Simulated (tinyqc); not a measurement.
Six-band Luttinger-Kohn model with strain: one step. Levels and their make-up. Three cases, with inputs chosen for the exercise.

Problem. Diagonalise H. The weights add +m and -m and are averaged over each pair; m is taken along z.

Give: levels from the top, each twofold; weights.

Case 1.

H(k) (eV), lower triangle (Hermitian):
```
                      3/2,3/2             3/2,1/2            3/2,-1/2             3/2,-3/2    1/2,1/2
3/2,3/2             -0.022571
3/2,1/2   -0.040088-0.033991i           -0.011962
3/2,-1/2           -0.047710i                   0           -0.011962
3/2,-3/2                    0          -0.047710i  0.040088+0.033991i            -0.022571
1/2,1/2   -0.028347-0.024035i            0.007502  0.049098-0.041630i           -0.067473i  -0.833267
1/2,-1/2           -0.067473i  0.049098+0.041630i           -0.007502  -0.028347+0.024035i          0

           1/2,-1/2
1/2,-1/2  -0.833267
```

Solution.

levels from the top, each twofold (eV): 0.0647  -0.0878  -0.8447

weights:
```
               top  second  third
|3/2,+-3/2>  0.466   0.526  0.008
|3/2,+-1/2>  0.522   0.473  0.005
|1/2,+-1/2>  0.012   0.001  0.987
```

The top pair is 52 % |3/2,+-1/2>, the second pair is 53 % |3/2,+-3/2> and the third pair is 99 % |1/2,+-1/2>.

Case 2.

H(k) (eV), lower triangle (Hermitian):
```
                      3/2,3/2              3/2,1/2   3/2,-1/2            3/2,-3/2    1/2,1/2
3/2,3/2             -0.041516
3/2,1/2                     0            -0.060503
3/2,-1/2  -0.021514+0.020325i                    0  -0.060503
3/2,-3/2                    0  -0.021514+0.020325i          0           -0.041516
1/2,1/2                     0            -0.013426          0  0.030425+0.028744i  -0.131010
1/2,-1/2  -0.030425+0.028744i                    0   0.013426                   0          0

           1/2,-1/2
1/2,-1/2  -0.131010
```

Solution.

levels from the top, each twofold (eV): -0.0057  -0.0797  -0.1476

weights:
```
               top  second  third
|3/2,+-3/2>  0.637   0.232  0.131
|3/2,+-1/2>  0.260   0.739  0.000
|1/2,+-1/2>  0.103   0.028  0.868
```

The top pair is 64 % |3/2,+-3/2>, the second pair is 74 % |3/2,+-1/2> and the third pair is 87 % |1/2,+-1/2>.

Case 3.

H(k) (eV), lower triangle (Hermitian):
```
                      3/2,3/2              3/2,1/2            3/2,-1/2             3/2,-3/2    1/2,1/2
3/2,3/2             -0.050888
3/2,1/2   -0.007081+0.029739i            -0.063612
3/2,-1/2  -0.003733-0.016097i                    0           -0.063612
3/2,-3/2                    0  -0.003733-0.016097i  0.007081-0.029739i            -0.050888
1/2,1/2   -0.005007+0.021029i            -0.008997  0.008672+0.036423i   0.005280-0.022765i  -0.101250
1/2,-1/2  -0.005280-0.022765i   0.008672-0.036423i            0.008997  -0.005007-0.021029i          0

           1/2,-1/2
1/2,-1/2  -0.101250
```

Solution.

levels from the top, each twofold (eV): -0.0150  -0.0561  -0.1447

weights:
```
               top  second  third
|3/2,+-3/2>  0.509   0.314  0.177
|3/2,+-1/2>  0.391   0.343  0.266
|1/2,+-1/2>  0.100   0.343  0.557
```

The top pair is 51 % |3/2,+-3/2>, the second pair is 34 % |3/2,+-1/2> and the third pair is 56 % |1/2,+-1/2>.

Computed by tinyqc, one run a case: `OMP_NUM_THREADS=1 python tinyqc.py N N+1 out.jsonl` with N = 1051140, 1051142, 1051295; one thread of a shared Intel(R) Xeon(R) Processor @ 2.30GHz, about 0.07 s a run at most.
